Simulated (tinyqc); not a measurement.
# Changing the frequency f

Model: longitudinal sound in a periodic multilayer: transfer matrices, stop bands and folded phonons. Computed by tinyqc, a small Python program. Command: `OMP_NUM_THREADS=1 python tinyqc.py 3020077 3020078 out.jsonl multilayer sweep`. One thread of a shared host (Intel(R) Xeon(R) Processor @ 2.30GHz), about 0.02 s of CPU time with the checks.

Layers 1 and 2 repeat with period d = d_1 + d_2; waves travel normal to the layers, without loss. State vector (u, s): displacement u and stress divided by omega. Impedances Z = rho v are in 1e6 kg/(m^2 s).

Inputs (values chosen for the exercise, modelled on aluminium (layer 1), tungsten (layer 2) and gallium arsenide (substrate)):
```
quantity            value    unit
density rho_1        2.72  g/cm^3
velocity v_1         6490     m/s
thickness d_1        6.89      nm
density rho_2        19.1  g/cm^3
velocity v_2         5300     m/s
thickness d_2         5.6      nm
substrate density    5.32  g/cm^3
substrate velocity   4820     m/s
periods N              20       -
```

Method:
- Z = rho v; interface reflection r = (Z_2 - Z_1)/(Z_2 + Z_1) (stress amplitude, from 1 into 2); Bragg frequency f_B = 1/[2 (d_1/v_1 + d_2/v_2)]; long-wave velocity v_eff = d/sqrt[(d_1/v_1)^2 + (d_2/v_2)^2 + (Z_1/Z_2 + Z_2/Z_1)(d_1/v_1)(d_2/v_2)].
- A layer maps (u, s) by [[cos p, sin p/Z], [-Z sin p, cos p]], p = 2 pi f d_i/v_i; one period is M = M_2 M_1, and cos(q d) = trace(M)/2.
- For N periods A = M^N. A wave comes from a thick layer of material 1 and leaves into the substrate (Z_s): transmitted power T = 4 Z_1 Z_s/|Z_1 A_22 + Z_s A_11 - i (Z_1 Z_s A_12 - A_21)|^2, reflected power R = 1 - T.

One run for each value:
```
frequency f (GHz)  trace(M)/2  transmitted power T  T in decibel (dB)
47.2                   0.6225           7.2532e-01        -1.3947e+00
87.2                  -0.1887           5.5368e-01        -2.5674e+00
127.0                 -1.2129           4.2637e-12        -1.1370e+02
167.0                 -2.1767           9.6569e-25        -2.4015e+02
207.0                 -2.8085           2.1316e-29        -2.8671e+02
247.0                 -2.9334           3.5574e-30        -2.9449e+02
287.0                 -2.5169           2.0154e-27        -2.6696e+02
327.0                 -1.6742           1.2689e-19        -1.8897e+02
367.0                 -0.6385           2.0081e-01        -6.9722e+00
407.0                  0.3034           9.3317e-01        -3.0037e-01
447.0                  0.8909           9.6557e-01        -1.5215e-01
487.0                  0.9613           8.3488e-01        -7.8375e-01
527.0                  0.4952           6.9302e-01        -1.5925e+00
567.0                 -0.3784           3.0722e-01        -5.1256e+00
```

Over the rows, trace(M)/2 lies between -2.93 and 0.961 without a single trend. Rows with |trace/2| > 1 lie in stop bands: 6 of 14; the smallest T, 3.6e-30, falls at 247 GHz.

Extremes, crossings and ranges named in words are read from the listed rows.
